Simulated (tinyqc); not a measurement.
From results back to parameters: two-band massive Dirac model of the K valleys. Two cases, with inputs chosen for the exercise.

Problem. In the valley model H = [[D/2, a t (kx - i ky)], [a t (kx + i ky), -D/2 + lam sz]], sz = +/-1, a t is hbar v. The gaps of the two spins, A and B, are G = D - lam and D + lam, the band-edge mass of A is c (D - lam)/(a t)^2, c = hbar^2/2m0, and its Berry curvature at the edge is 2 (a t)^2/G^2 in size. The values below come from hidden D, lam and t.

Constants: hbar^2/2m0 = 3.80998211 eV angstrom^2.

Find: D, lam, t; |Omega| at the A edge.

Method. The mean of the gaps is D and half their difference lam; a t = sqrt(c G_A/m). The curvature 2 (a t)^2/G^2 equals 2c/(m G).

Case 1.

Values chosen (out of a larger set: near those used for monolayer WS2; not measured data): a = 3.199 angstrom (lattice constant).

gaps (eV): A 1.4610, B 1.9190

mass of A = 0.316958 m0

Solution.

D, lam, t (eV): 1.690  0.229  1.310

|Omega| at the A edge = 16.455 angstrom^2

Case 2.

Values chosen (out of a larger set: near those used for monolayer MoSe2; not measured data): a = 3.317 angstrom (lattice constant).

gaps (eV): A 1.4750, B 1.6450

mass of A = 0.565948 m0

Solution.

D, lam, t (eV): 1.560  0.085  0.950

|Omega| at the A edge = 9.128 angstrom^2

Computed by tinyqc, one run a case: `OMP_NUM_THREADS=1 python tinyqc.py N N+1 out.jsonl` with N = 1481460, 1481492; one thread of a shared Intel(R) Xeon(R) Processor @ 2.30GHz, about 0.01 s a run at most.
